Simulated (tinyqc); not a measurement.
Atomic layer deposition: Langmuir saturation, growth per cycle and coating of deep features: one step, computed by the program tinyqc. Command: `OMP_NUM_THREADS=1 python tinyqc.py 3006634 3006635 out.jsonl ald walk`. One thread of a shared host (Intel(R) Xeon(R) Processor @ 2.30GHz), about 0.01 s of CPU time with the checks.

Precursor A sticks only on free sites, so a long enough pulse saturates; co-reactant B then frees the sites again.

Question. The first four cycles. One cycle from coverage th0: pulse A gives th1 = th_s + (th0 - th_s) exp(-(k_a + k_d) t), th_s = k_a/(k_a + k_d); the purge leaves th2 = th1 exp(-k_d t_p); pulse B converts c_B th2 into film and leaves th3 = (1 - c_B) th2. Growth = G c_B th2. Start from th0 = 0.

Inputs (values chosen for the exercise, modelled on silicon dioxide from an aminosilane and ozone):
```
quantity                              value      unit
growth per cycle at saturation G        1.3  angstrom
temperature T                           325         C
pulse time t                           0.13         s
co-reactant completion per pulse c_B   0.99         -
purge time t_p                          1.3         s
```

k_a = 6.431537 1/s

k_d = 0.01482271 1/s

Give: Cycles.

Answer.

Cycles:
```
cycle        th0      th1      th2        th3  growth (angstrom)
1      0.0000000  0.56613  0.55533  0.0055533            0.71471
2      0.0055533  0.56853  0.55768  0.0055768            0.71774
3      0.0055768  0.56854  0.55769  0.0055769            0.71775
4      0.0055769  0.56854  0.55769  0.0055769            0.71775
```
